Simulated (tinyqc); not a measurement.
# Phonon and roughness prefactors from two fields

Problem. At 300 K and high field 1/mu = E^(1/3)/Ap + E^gs/As, E in MV/cm. Find Ap and As.

Parameters, values chosen for the exercise:

| symbol | value | unit | meaning |
|---|---|---|---|
| gs | 1 |  | exponent of the roughness term |

mu at E = 0.44 and 1.25 MV/cm (cm^2/(V s)): 136.67140  79.505801

Answer. Two linear equations in 1/Ap and 1/As.

Ap = 132.0 cm^2/(V s)
As = 283.0 cm^2/(V s)

Program tinyqc, `OMP_NUM_THREADS=1 python tinyqc.py 2510127 2510128 out.jsonl`; Intel Xeon 2.30GHz, shared host, one thread, about 0.01 s.
